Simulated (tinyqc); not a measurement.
Internal photoemission over an interface barrier: two steps of the calculation.

Electrons are excited from the valence band of a semiconductor over the barrier Phi(F) = P0 - sqrt(q F/(4 pi eps0 ei)), whose top lies at xm = sqrt(q/(16 pi eps0 ei F)). The yield is Y = A (hv - Phi)^p exp(-xm/l), with A = 1 here.

Inputs (values chosen for the exercise); dielectric values close to those of silicon nitride:

| symbol | value | unit | meaning |
|---|---|---|---|
| P0 | 2.92 | eV | barrier at zero field |
| ei | 4.1 |  | image-force permittivity |
| l | 4.3 | nm | scattering length in the image well |
| F | 0.4 | MV/cm | field in the dielectric |

Constants: q = 1.602176634e-19 C, h = 6.62607015e-34 J s, c = 299792458 m/s, eps0 = 8.8541878128e-14 F/cm where lengths are in cm. Results are converted to the units shown.

Problem 1. Barrier in the field. Lowering P0 - Phi, barrier, position of its top, scattering factor and threshold wavelength.

Find: lowering; Phi; xm; exp(-xm/l); threshold wavelength h c/(q Phi).

Solution 1.

lowering = 118.53 meV
Phi = 2.8015 eV
xm = 1.4816 nm
exp(-xm/l) = 0.70854
threshold wavelength h c/(q Phi) = 442.57 nm

Problem 2. Threshold from a spectrum. The yields were made at this field with a scatter of 1 %. Fit Y^(1/n) on hv by least squares for n = 2 and n = 3; the zero of the line is the threshold.

```
point  hv (eV)         Y
0         2.95  0.002331
1         3.08   0.01526
2         3.21   0.04748
3         3.34    0.1118
4         3.47    0.2125
5          3.6    0.3615
```

Wanted: Y^(1/2); Y^(1/3); threshold for n = 2; threshold for n = 3.

Solution 2.

```
point  Y^(1/2)  Y^(1/3)
0      0.04828   0.1326
1       0.1235   0.2480
2       0.2179   0.3621
3       0.3344   0.4817
4       0.4610   0.5967
5       0.6012   0.7124
```

threshold for n = 2 = 2.927 eV
threshold for n = 3 = 2.802 eV

Computed by the program tinyqc: `OMP_NUM_THREADS=1 python tinyqc.py 2410078 2410079 out.jsonl`, one thread of a shared Intel Xeon 2.30GHz, about 0.01 s for the whole run.
